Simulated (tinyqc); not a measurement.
Number of periods: periodic multilayer mirror for extreme ultraviolet light.

s polarisation, vacuum above. q_j = sqrt(N_j^2 - sin^2 theta); interface r_jk = (q_j - q_k)/(q_j + q_k) exp(-2 (2 pi/lam)^2 q_j q_k sg^2) (Nevot-Croce; sg = 0 if not given); phase factor of a layer x_j = exp(4 pi i q_j d_j/lam). Each period has the spacer (thickness (1 - Gm) L) on top of the absorber (Gm L). In this recursion R is the amplitude; R in tables and results is the reflectance, its squared modulus. The substrate is of the spacer material. Starting with R = 0 in it, each interface upward gives R -> (r + R x)/(1 + r R x), x that of the layer below the interface (1 for the substrate).

Values chosen for the exercise (optical constants near those of Mo and Si at 13.5 nm; the results hold for these values, not for the real material):
- lam = 13.5 nm (wavelength)
- dA = (0.0749, 0.00611) (delta and beta of the absorber, N = 1 - delta + i beta)
- dS = (0.0011, 0.00175) (delta and beta of the spacer and the substrate)
- L = 6.88 nm (period)
- Gm = 0.35 (absorber share of the period)
- theta = 0 degrees (angle from the normal)
- sg = 0.3 nm (interface roughness)

The last column sets both beta to zero.

Reflectance:

| periods | R | R without absorption |
|---|---|---|
| 5 | 0.085 | 0.094 |
| 10 | 0.262 | 0.313 |
| 15 | 0.429 | 0.540 |
| 20 | 0.551 | 0.716 |
| 30 | 0.675 | 0.904 |
| 40 | 0.717 | 0.970 |
| 50 | 0.730 | 0.991 |
| 60 | 0.733 | 0.997 |
| 80 | 0.735 | 1.000 |
| 100 | 0.735 | 1.000 |

How do the results move, and what explains it?

R reaches 0.717 at 40 periods and 0.735 at 100; it stays within 0.01 of the last value from 50 periods on. Without absorption the last value is 1.000: absorption, not the count of layers, caps the mirror, and the roughness, which weakens each reflection, lowers that cap further.

Program tinyqc; command `OMP_NUM_THREADS=1 python tinyqc.py 1650023 1650024 out.jsonl`; about 0.01 s on one thread of a shared Intel(R) Xeon(R) Processor @ 2.30GHz.
